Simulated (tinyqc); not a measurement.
Harmonic frequencies on the RHF/6-31g surface (energies and gradients from PySCF), for H2, spin multiplicity 1, step by step. Computed by tinyqc, a small Python program that keeps every step (integrals from PySCF). Settings: charge = 0, multiplicity = 1, basis = 6-31g, delta = 0.002. Command: `OMP_NUM_THREADS=1 python tinyqc.py 24044 24045 out.jsonl` (the two numbers bound the seeds that draw the settings). One thread of a shared host (Intel(R) Xeon(R) Processor @ 2.60GHz), about 0.5 s of CPU time with the checks.

## One row of the Hessian: 1Hz

optimised positions (bohr):
```
           x         y          z
1H  0.000000  0.000000  -0.067993
2H  0.000000  0.000000   1.311433
```

gradient at +delta (hartree/bohr):
```
             x           y            z
1H  0.00000000  0.00000000   0.00082562
2H  0.00000000  0.00000000  -0.00082562
```

gradient at -delta (hartree/bohr):
```
             x           y            z
1H  0.00000000  0.00000000  -0.00082103
2H  0.00000000  0.00000000   0.00082103
```

Displace 1Hz by +/-0.002 bohr; H(k, :) = (g(+) - g(-)) / (2 delta).

row of the Hessian (hartree/bohr^2): 1Hx 0.00000000, 1Hy 0.00000000, 1Hz 0.41166097, 2Hx 0.00000000, 2Hy 0.00000000, 2Hz -0.41166097

## Hessian by finite differences

All rows are made in the same way, and the matrix is symmetrised.

Hessian (symmetrised) (hartree/bohr^2):
```
             1Hx          1Hy          1Hz          2Hx          2Hy          2Hz
1Hx   0.00000082   0.00000000   0.00000000  -0.00000082   0.00000000   0.00000000
1Hy   0.00000000   0.00000082   0.00000000   0.00000000  -0.00000082   0.00000000
1Hz   0.00000000   0.00000000   0.41166097   0.00000000   0.00000000  -0.41166097
2Hx  -0.00000082   0.00000000   0.00000000   0.00000082   0.00000000   0.00000000
2Hy   0.00000000  -0.00000082   0.00000000   0.00000000   0.00000082   0.00000000
2Hz   0.00000000   0.00000000  -0.41166097   0.00000000   0.00000000   0.41166097
```

## Normal modes

masses (u): 1H 2.014102, 2H 1.007825

Diagonalise H_ij / sqrt(m_i m_j); the 5 smallest eigenvalues belong to translations and rotations; wavenumber = sqrt(eigenvalue / 1822.888) x 219474.63; each mode has its largest component positive (the first on a tie); zero-point energy = sum of wavenumbers / 2, with 349.755 1/cm per kcal/mol. A mass of 2.014 u marks deuterium.

eigenvalues of the mass-weighted Hessian (hartree/(bohr^2 u)): 0.000000  0.000000  0.000000  0.000001  0.000001  0.612854

harmonic wavenumbers of the vibrations (1/cm): 4024.2

mass-weighted modes:
```
        mode 1
1Hx   0.000000
1Hy   0.000000
1Hz  -0.577498
2Hx   0.000000
2Hy   0.000000
2Hz   0.816392
```

zero-point energy = 5.752926 kcal/mol
